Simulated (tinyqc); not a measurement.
## Length offset and series resistance from crossing lines

Question. R_total = Rs + k (L - dL)/Vo with constant Rs, dL and k. Find k, dL and Rs.

R_total at (L, Vo) = (90, 0.38), (270, 0.38), (90, 0.73) and (270, 0.73), L in nm and Vo in V (ohm um): 1122.6842  3491.1053  631.87671  1864.7534

Answer. At each overdrive R is a straight line in L with slope k/Vo; the two lines cross at L = dL, R = Rs.

k = 5.00 ohm um V/nm
dL = 12.2 nm
Rs = 99.0 ohm um

Program tinyqc, `OMP_NUM_THREADS=1 python tinyqc.py 2282274 2282275 out.jsonl`; Intel Xeon 2.30GHz, shared host, one thread, about 0.03 s.
